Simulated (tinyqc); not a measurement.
# Inputs raised by 2 %, one at a time

Model: pressure-driven transition between two phases with analytic equations of state. Computed by tinyqc, a small Python program. Command: `OMP_NUM_THREADS=1 python tinyqc.py 3020799 3020800 out.jsonl transition sens`. One thread of a shared host (Intel(R) Xeon(R) Processor @ 2.30GHz), about 0.02 s of CPU time with the checks.

Each phase obeys E = E0 + (B0 V/B') [(V0/V)^B'/(B' - 1) + 1] - B0 V0/(B' - 1), P = (B0/B') [(V0/V)^B' - 1]; E0 = 0 for phase 1 and Delta E0 for phase 2. H = E + P V.

Inputs (values chosen for the exercise, for two model phases):
```
quantity                                   value             unit
volume V0 of phase 1                        14.7  angstrom^3/atom
B0 of phase 1                               28.8              GPa
B' of phase 1                               4.41                -
volume V0 of phase 2                        11.4  angstrom^3/atom
B0 of phase 2                                 31              GPa
B' of phase 2                               3.55                -
energy of phase 2 above phase 1, Delta E0  0.048          eV/atom
entropy of phase 2 less phase 1, Delta S    0.52         k_B/atom
temperature T                                600                K
```

Equation of state: Murnaghan.

Constants: 1 eV/angstrom^3 = 160.2176634 GPa; k_B = 8.617333262e-05 eV/K.

Method. Start from P = Delta E0/(V0 of phase 1 - V0 of phase 2); at each P solve P(V) = P for both phases and step P(new) = P - (H_2 - H_1)/(V_2 - V_1); stop when |H_2 - H_1| < 1e-10 eV. At the zero-temperature transition the volume change is V_2/V_1 - 1 and the work is P (V_1 - V_2). At T the condition is H_2 - H_1 - T Delta S = 0, with Delta S constant and thermal expansion left out; the Clausius-Clapeyron slope is dP/dT = Delta S/(V_2 - V_1) at the zero-temperature point.

Runs; columns: (1) input moved; (2) from; (3) to; (4) volume change (%); (5) work P (V_1 - V_2) (eV/atom); (6) transition pressure at T (GPa); (7) Clapeyron slope (MPa/K):
```
(1)                                                    (2)      (3)     (4)      (5)    (6)     (7)
base run                                                 -        -  -22.25  0.04625  1.047  -2.359
B' of phase 1                                         4.41   4.4982  -22.26  0.04628  1.047  -2.356
volume V0 of phase 2 (angstrom^3/atom)                11.4   11.628  -20.69  0.04615  1.126  -2.548
B0 of phase 2 (GPa)                                     31    31.62  -22.16  0.04616  1.048  -2.369
B' of phase 2                                         3.55    3.621  -22.24  0.04623  1.047  -2.360
energy of phase 2 above phase 1, Delta E0 (eV/atom)  0.048  0.04896  -22.25  0.04715  1.095  -2.362
entropy of phase 2 less phase 1, Delta S (k_B/atom)   0.52   0.5304  -22.25  0.04625  1.019  -2.406
temperature T (K)                                      600      612  -22.25  0.04625  1.019  -2.359
```

Exponents ln(y'/y) / ln(x'/x):
```
input                                      volume change  work P (V_1 - V_2)  transition pressure at T  Clapeyron slope
B' of phase 1                                      0.036               0.030                    -0.004           -0.047
volume V0 of phase 2                              -3.659              -0.112                     3.706            3.899
B0 of phase 2                                     -0.214              -0.103                     0.055            0.221
B' of phase 2                                     -0.028              -0.018                     0.002            0.028
energy of phase 2 above phase 1, Delta E0          0.000               0.973                     2.290            0.065
entropy of phase 2 less phase 1, Delta S           0.000               0.000                    -1.328            1.000
temperature T                                      0.000               0.000                    -1.328            0.000
```

Among the inputs moved here: volume change answers most in size to volume V0 of phase 2 (exponent -3.659), next to B0 of phase 2 (-0.214); its exponent is below 0.0005 for energy of phase 2 above phase 1, Delta E0, entropy of phase 2 less phase 1, Delta S, temperature T. work P (V_1 - V_2) answers most in size to energy of phase 2 above phase 1, Delta E0 (exponent +0.973), next to volume V0 of phase 2 (-0.112); its exponent is below 0.0005 for entropy of phase 2 less phase 1, Delta S, temperature T. transition pressure at T answers most in size to volume V0 of phase 2 (exponent +3.706), next to energy of phase 2 above phase 1, Delta E0 (+2.290). Clapeyron slope answers most in size to volume V0 of phase 2 (exponent +3.899), next to entropy of phase 2 less phase 1, Delta S (+1.000); its exponent is below 0.0005 for temperature T.

Caution (all rows): a constant Delta S holds only at high temperature; it vanishes as T goes to 0, so the shift counted from T = 0 is somewhat too large.
